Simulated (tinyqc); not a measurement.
Pi bands of a honeycomb layer in tight binding: sweeps and comparisons. A value that a table varies takes the place of the one given here.

Lattice vectors a (1,0) and a (1/2, sqrt3/2); f = exp(i ky a/sqrt3) + 2 cos(kx a/2) exp(-i ky a/(2 sqrt3)), w = |f|. H = [[D - t2 F, -t f], [., -D - t2 F]] with F = w^2 - 3, S = [[1, s0 f], [., 1]]; the levels solve det(H - E S) = 0. K = (4 pi/3a, 0), M = (pi/a, pi/(sqrt3 a)); w = 3, 1, 0 at Gamma, M, K.

Constants: hbar^2/2m0 = 3.80998211 eV angstrom^2.

Inputs chosen for the exercise (of the size used for graphene; not measured data):

| symbol | value | unit | meaning |
|---|---|---|---|
| a | 2.46 | angstrom | lattice constant |
| t | 2.84 | eV | nearest hopping |
| t2 | 0 | eV | second-neighbour hopping |
| s0 | 0 |  | overlap of neighbours |
| D | 0 | eV | +D on A, -D on B |

## How far the cone holds

Upper and lower levels at distance q from K towards Gamma (-x) and towards M (+x), measured from 3 t2; cone: sqrt(D^2 + (hbar v q)^2), hbar v = (sqrt3/2) a (t + 3 t2 s0).

Levels (eV):

| q (1/angstrom) | cone | upper, to Gamma | lower, to Gamma | upper, to M | lower, to M |
|---|---|---|---|---|---|
| 0.02 | 0.1210 | 0.1219 | -0.1219 | 0.1201 | -0.1201 |
| 0.05 | 0.3025 | 0.3077 | -0.3077 | 0.2970 | -0.2970 |
| 0.10 | 0.6050 | 0.6250 | -0.6250 | 0.5821 | -0.5821 |
| 0.15 | 0.9076 | 0.9506 | -0.9506 | 0.8542 | -0.8542 |
| 0.20 | 1.2101 | 1.2834 | -1.2834 | 1.1124 | -1.1124 |
| 0.30 | 1.8151 | 1.9654 | -1.9654 | 1.5830 | -1.5830 |
| 0.40 | 2.4202 | 2.6605 | -2.6605 | 1.9868 | -1.9868 |
| 0.60 | 3.6302 | 4.0485 | -4.0485 | 2.5706 | -2.5706 |

What does this show?

At q = 0.2 the upper band lies +73 meV from the cone towards Gamma and -98 meV towards M; half their difference, 86 meV, is the trigonal warping, steeper towards Gamma, and their mean, -12 meV, comes from the bending of the band. All four values stay within 5 % of the cone up to q = 0.1. Upper and lower bands are mirror images.

## Fermi level against carrier density

hbar v = 6.05040 eV angstrom

Cone with four flavours: n = kF^2/pi, EF = sqrt(D^2 + (hbar v kF)^2), density of states 2 EF/(pi (hbar v)^2), quantum capacitance e^2 times it (1 e^2/(eV angstrom^2) = 1602.177 microF/cm^2), cyclotron mass 2c EF/(hbar v)^2, c = hbar^2/2m0; 1e12/cm^2 = 1e-4/angstrom^2.

Filling:

| n (1e12/cm^2) | kF (1/angstrom) | EF (eV) | Cq (microF/cm^2) | cyclotron mass (m0) |
|---|---|---|---|---|
| 0.10 | 0.00560 | 0.0339 | 0.945 | 0.0071 |
| 0.25 | 0.00886 | 0.0536 | 1.494 | 0.0112 |
| 0.50 | 0.01253 | 0.0758 | 2.113 | 0.0158 |
| 1.00 | 0.01772 | 0.1072 | 2.988 | 0.0223 |
| 2.00 | 0.02507 | 0.1517 | 4.226 | 0.0316 |
| 4.00 | 0.03545 | 0.2145 | 5.976 | 0.0446 |
| 10.00 | 0.05605 | 0.3391 | 9.449 | 0.0706 |
| 20.00 | 0.07927 | 0.4796 | 13.363 | 0.0998 |

How do the results move?

From 1 to 4e12/cm^2 EF rises by a factor 2.000, the square root of four. Capacitance and mass grow in proportion to EF counted from mid-gap, so hardly at all while a large gap term dominates it; in a parabolic band both are constant; Cq is 2.99 microF/cm^2 at 1e12/cm^2, against 3.45 for 1 nm of a dielectric with eps = 3.9.

## What each parameter does

Gap at K, difference at M, and the two levels at Gamma, from (e - E)^2 - D^2 - (t + s0 E)^2 w^2 = 0, e = -t2 (w^2 - 3). Each row changes one parameter from the base and keeps the others.

Results:

| case | gap at K (eV) | difference at M (eV) | lower at Gamma (eV) | upper at Gamma (eV) |
|---|---|---|---|---|
| base | 0.0000 | 5.6800 | -8.5200 | 8.5200 |
| t = 2.982 eV | 0.0000 | 5.9640 | -8.9460 | 8.9460 |
| t2 = 0.05 eV | 0.0000 | 5.6800 | -8.8200 | 8.2200 |
| s0 = 0.03 | 0.0000 | 5.6851 | -7.8165 | 9.3626 |
| D = 0.1 eV | 0.2000 | 5.6835 | -8.5206 | 8.5206 |
| a = 2.5092 angstrom | 0.0000 | 5.6800 | -8.5200 | 8.5200 |

What does this show?

The largest shifts from the base row, up to three for each result and ties (the steps differ in size, so this ranks the rows, not the parameters). gap at K (eV): D +0.2000; unchanged at the printed digits by t, t2, s0 and a. difference at M (eV): t +0.2840, s0 +0.0051, D +0.0035; unchanged at the printed digits by t2 and a. lower at Gamma (eV): s0 +0.7035, t -0.4260, t2 -0.3000; unchanged at the printed digits by a. upper at Gamma (eV): s0 +0.8426, t +0.4260, t2 -0.3000; unchanged at the printed digits by a. At points fixed by symmetry a drops out; the gap at K is 2D whatever the hoppings.

Run: tinyqc, `OMP_NUM_THREADS=1 python tinyqc.py 1451193 1451194 out.jsonl`; Intel(R) Xeon(R) Processor @ 2.30GHz, one thread, shared host; about 0.01 s of CPU time with all checks.
